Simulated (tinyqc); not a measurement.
From one set of inputs to another, one input at a time: inversion-layer mobility, back-scattering and ballistic limit of a field-effect transistor. Computed by tinyqc, a small Python program. Command: `OMP_NUM_THREADS=1 python tinyqc.py 3019749 3019750 out.jsonl mos ladder`. One thread of a shared host (Intel(R) Xeon(R) Processor @ 2.30GHz), about 0.02 s of CPU time with the checks.

The charge at the top of the source barrier is fixed by the gate; series resistance and short-channel effects are left out. F_j are Fermi integrals normalised to exp(eta) in the classical limit.

The inputs printed are set A. Set A is modelled on a silicon n-channel; the values taken over come from a set modelled on a silicon p-channel. Inputs not listed in the table keep their values of set A, so the rows need not describe a real material.

Inputs (values chosen for the exercise, modelled on a silicon n-channel):
```
quantity                                       value        unit
transport mass m                                0.18         m_0
valley degeneracy g_v                              2           -
weight w of the inversion charge                 0.5           -
permittivity eps                                11.7           -
phonon mobility at 1 MV/cm and 300 K, mu_ph      320  cm^2/(V s)
roughness mobility at 1 MV/cm, mu_sr            1400  cm^2/(V s)
Coulomb mobility at N_inv = 1e12/cm^2, mu_C      920  cm^2/(V s)
electrical oxide thickness t_inv                 4.6          nm
depletion charge N_dep                       4.8e+11      1/cm^2
gate overdrive V_G - V_T                        0.99           V
drain voltage V_D                               0.86           V
channel length L                                  20          nm
exponent a of the critical length               0.81           -
temperature T                                    400           K
```

Statistics at the top of the barrier: Fermi-Dirac.

Constants: eps_0 = 8.8541878128e-12 F/m; e = 1.602176634e-19 C; m_0 = 9.1093837015e-31 kg; k_B = 1.380649e-23 J/K; hbar = 1.054571817e-34 J s; k_B = 8.617333262e-05 eV/K.

Method:
- N_inv = 3.9 eps_0 (V_G - V_T)/(e t_inv); effective field E_eff = e (N_dep + w N_inv)/(eps eps_0).
- mu_phonon = mu_ph (E_eff/1 MV/cm)^(-0.3) (T/300 K)^(-1.75); mu_rough = mu_sr (E_eff/1 MV/cm)^(-2); mu_Coulomb = mu_C (N_inv/1e12 cm^-2) (T/300 K); Matthiessen's rule adds 1/mu.
- F_j(eta) = (1/Gamma(j + 1)) int_0^infinity x^j/(1 + exp(x - eta)) dx, F_0 = ln(1 + exp(eta)). Integrals over x = E/(k_B T) use 160 Gauss-Legendre points in u = sqrt(x) from 0 to sqrt(max(eta, 0) + 32).
- Ballistic channel: N_2D = g_v m k_B T/(pi hbar^2), U = e V_D/(k_B T); eta_F solves N_inv = (N_2D/2)[F_0(eta_F) + F_0(eta_F - U)]; v_T = sqrt(2 k_B T/(pi m)); I/W = e (N_2D/2) v_T [F_1/2(eta_F) - F_1/2(eta_F - U)]; injection velocity v_T F_1/2(eta_F)/F_0(eta_F).
- Mean free path lambda = (2 k_B T/e)(mu/v_T) F_0(eta_0)/F_-1/2(eta_0), with eta_0 from N_inv = N_2D F_0(eta_0); critical length l = L (1 + U)^(-a), an empirical rule; back-scattering r = l/(l + lambda). Then eta solves N_inv = (N_2D/2)[(1 + r) F_0(eta) + (1 - r) F_0(eta - U)] and I/W = e (N_2D/2) v_T (1 - r)[F_1/2(eta) - F_1/2(eta - U)].
- Ballistic ratio: I over the ballistic current. Apparent mobility 1/(1/mu + 1/mu_B), mu_B = mu L/lambda.

Each row keeps all changes above it:
```
input moved                                                  from       to  effective mobility mu (cm^2/(V s))  ballistic ratio  injection velocity (1e7 cm/s)
set A                                                           -        -                              230.87          0.80233                         1.8663
temperature T (K)                                             400      200                              594.86          0.93331                         1.6089
roughness mobility at 1 MV/cm, mu_sr (cm^2/(V s))            1400      130                              334.57          0.88714                         1.6089
gate overdrive V_G - V_T (V)                                 0.99     0.28                              417.98          0.89679                         1.1938
depletion charge N_dep (1/cm^2)                           4.8e+11  1.7e+11                              455.09          0.90440                         1.1938
electrical oxide thickness t_inv (nm)                         4.6      3.1                              501.99          0.91413                         1.2729
channel length L (nm)                                          20      700                              501.99          0.23226                         1.2729
phonon mobility at 1 MV/cm and 300 K, mu_ph (cm^2/(V s))      320      110                              267.59          0.13877                         1.2729
```

Where does the difference come from?

Effective mobility mu goes from 231 to 268, a factor 1.16 in all. The largest single move comes from temperature T (a factor 2.58), and phonon mobility at 1 MV/cm and 300 K, mu_ph works against it (a factor 0.533). Ballistic ratio goes from 0.802 to 0.139, a factor 0.173 in all. The largest single move comes from channel length L (a factor 0.254), and temperature T works against it (a factor 1.16). Injection velocity goes from 1.87 to 1.27, a factor 0.682 in all. The largest single move comes from gate overdrive V_G - V_T (a factor 0.742), and electrical oxide thickness t_inv works against it (a factor 1.07). The single moves hold for this order of the switches; the total does not depend on the order.

Caution (rows channel length L, phonon mobility at 1 MV/cm and 300 K, mu_ph): the current exceeds the long-channel drift law, so the empirical rule for l, meant for short channels, is too generous here.

Extremes, crossings and ranges named in words are read from the listed rows.
